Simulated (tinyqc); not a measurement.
Free and trapped electrons in a MOS channel with a dense trap tail: one step of the calculation.

p-type body, charge-sheet picture, full ionisation (an idealisation for deep acceptors), Boltzmann statistics for free electrons. e = Ec - EF at the surface. Acceptor-like traps of density D(E) = D0 + De exp(-E/Ew) at depth E below Ec, from 0 to Eu, hold n_t = integral of D(E)/(1 + exp((e - E)/Vt)). psi = Eg - Vt ln(Nv/Na) - e; N_dep = sqrt(2 eps0 eps_r Na (psi - Vt)/q); n_f = sqrt(N_dep^2 + 2 eps0 eps_r Vt Nc exp(-e/Vt)/q) - N_dep; Vg = Vfb + psi + q (N_dep + n_t + n_f)/Cox, Cox = eps0 eox/tox.

Task. Charges and gate voltage. psi, N_dep, n_f and Vg as defined, with the n_t given; free share n_f/(n_f + n_t); apparent mobility mf n_f/(n_f + n_t); gate voltage spent on traps q n_t/Cox.

Values chosen for this exercise; band and dielectric values close to those of 4H silicon carbide: temperature T = 300 K; band gap Eg = 3.24 eV; relative permittivity eps_r = 9.89; conduction-band density of states at T Nc = 1.68e19 cm^-3; valence-band density of states at T Nv = 2.54e19 cm^-3; relative permittivity of the insulator eox = 3.9; insulator thickness tox = 37 nm; acceptor density Na = 1e16 cm^-3; flat-band voltage without trapped charge Vfb = -2.72 V; mobility of free electrons mf = 85 cm^2/(V s); Ec - EF at the surface e = 0.062 eV.

Constants: q = 1.602176634e-19 C, kB = 1.380649e-23 J/K, Vt = kB T/q, eps0 = 8.8541878128e-14 F/cm where lengths are in cm. Results are converted to the units shown.

n_t = 2.2890054e11 cm^-2

Give: psi; N_dep; n_f; Vg; free share; apparent mobility; gate voltage spent on traps.

Result.

psi = 2.9753 V
N_dep = 5.6781e11 cm^-2
n_f = 3.0043e11 cm^-2
Vg = 2.1388 V
free share = 56.757 %
apparent mobility = 48.243 cm^2/(V s)
gate voltage spent on traps = 0.39296 V

Program tinyqc, `OMP_NUM_THREADS=1 python tinyqc.py 2222204 2222205 out.jsonl`; Intel Xeon 2.30GHz, shared host, one thread, about 0.02 s.
